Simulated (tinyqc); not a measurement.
Worked calculation: model-solid line-up of a strained alloy layer on a substrate. Values are carried at full precision from step to step, so a last printed digit may differ when a step is redone from the rounded ones.

All values of the alloy are linear in x but the gap, Eg(x) = (1 - x) Eg_A + x Eg_B - C x (1 - x), and the valence edge, Ev(x) = (1 - x) Ev_A + x Ev_B + fv C x (1 - x); Ec = Ev + Eg. Ev is the top of the unstrained valence band on a scale common to all materials. In the layer only the Gamma valley of the conduction band is followed, also where an X or L valley would lie lower.

Inputs chosen for the exercise (A near GaP, B near GaAs, substrate near GaAs; shifted at random, so the results belong to these values and not to a real crystal):
```
symbol  value           unit      meaning
a       (5.453, 5.647)  angstrom  lattice constant of A, B
Eg      (2.9, 1.524)    eV        gap at Gamma to the s-like level of A, B
Dso     (0.081, 0.34)   eV        spin-orbit splitting of A, B
Ev      (-1.27, -0.8)   eV        top of the unstrained valence band of A, B
ac      (-8.23, -7.17)  eV        conduction deformation potential of A, B
av      (1.69, 1.16)    eV        valence hydrostatic potential of A, B
b       (-1.6, -1.98)   eV        tetragonal shear potential of A, B
d       (-4.58, -4.82)  eV        trigonal shear potential of A, B
C11     (142.3, 123.7)  GPa       of A, B
C12     (62.7, 55.8)    GPa       of A, B
C44     (70.4, 59.7)    GPa       of A, B
C       0.163           eV        bowing of the gap
fv      0.2                       share of the bowing taken by the valence edge
x       0.59                      fraction of B
a_s     5.647           angstrom  substrate
face    110                       growth face
Eg_s    1.524           eV        lowest gap of the substrate
Ev_s    -0.8            eV        substrate valence edge
e14     -0.134          C/m^2     piezoelectric constant of the layer
eps     15                        dielectric constant
Lw      9               nm        thickness of the layer
```

## Values of the alloy

Interpolate.

Alloy at x (a in angstrom, C11, C12, C44 in GPa, all else in eV):
```
symbol     value
a         5.5675
Eg        2.0487
Dso       0.2338
Ev       -0.9848
ac       -7.6046
av        1.3773
b        -1.8242
d        -4.7216
C11     131.3260
C12      58.6290
C44      64.0870
```

## Strain on the (110) substrate

Coherent growth on a (110) face: e_par = (a_s - a)/a, e_perp = -(C11 + 3 C12 - 2 C44)/(C11 + C12 + 2 C44) e_par; exx = eyy = (e_par + e_perp)/2, ezz = e_par, exy = (e_perp - e_par)/2, eyz = ezx = 0.

Use the values of the alloy.

e_par = 0.014287
e_perp = -0.008040

strain tensor in the cubic axes:
```
           x          y         z
x   0.003123  -0.011163  0.000000
y  -0.011163   0.003123  0.000000
z   0.000000   0.000000  0.014287
```

The layer is under tension in the plane; its volume changes by +2.053 %.

## Strained band edges

Strained edges: Ec + ac tr(e); the valence edges are Ev plus the levels of the 6 x 6 matrix of X, Y, Z times spin with -Dso/3 + l exx + m (eyy + ezz) on the diagonal (cyclic), n exy off it, l = av + 2 b, m = av - b, n = sqrt(3) d. Spin-orbit term (Dso/3) L.sigma on X, Y, Z with (L_k)_ij = -i epsilon_kij: <X+|H|Y+> = -i Dso/3, <X+|H|Z-> = Dso/3, <Y+|H|Z-> = -i Dso/3, <Z+|H|X-> = -Dso/3, <Z+|H|Y-> = i Dso/3, <X-|H|Y-> = i Dso/3, and their conjugates; + and - are the spin along z.

Give the hydrostatic shifts, the strain block and the edges.

ac tr(e), av tr(e) (eV): -0.1561  0.0283

strain block (eV), lower triangle:
```
        X       Y        Z
X  0.0486
Y  0.0913  0.0486
Z       0       0  -0.0124
```

Ec and the three valence edges from the top (eV): 0.9078  -0.8804  -1.0116  -1.2115

strained gap = 1.7881 eV

Strain moves the gap by -261 meV: -184 meV from the volume and -76 meV from the splitting of the valence edge, which always raises the top.

## Offsets against the substrate material

dEc = Ec(substrate) - Ec(layer), dEv = Ev(layer) - Ev(substrate); positive values confine the carrier in the layer. Type I: both of one sign; type II: opposite signs; type III: the gaps do not overlap.

Give also the smallest gap across the interface, min Ec - max Ev.

dEc = -0.1838 eV
dEv = -0.0804 eV

type: I

smallest gap = 1.5240 eV

Both carriers collect in the substrate material; the conduction band takes 70 % of the gap difference. Where the alloy is indirect its X or L edge, left out, lies lower and changes dEc.

## Piezoelectric polarisation

P_x = 2 e14 eyz and cyclic. The field along the normal n of the (110) face is -P.n/(eps eps0) in a layer between thick unstrained barriers, eps0 = 8.8541878e-12 F/m; 1 kV/cm = 1e5 V/m.

P (C/m^2): 0.000000  0.000000  0.002992

P.n = 0.000000 C/m^2
field along n = 0.0 kV/cm
potential drop across the layer = 0.0 mV

P lies along [001], in the plane of the layer, so a wide layer carries no field along its normal.

Run: tinyqc, `OMP_NUM_THREADS=1 python tinyqc.py 1081566 1081567 out.jsonl`; Intel(R) Xeon(R) Processor @ 2.30GHz, one thread, shared host; about 0.02 s of CPU time with all checks.
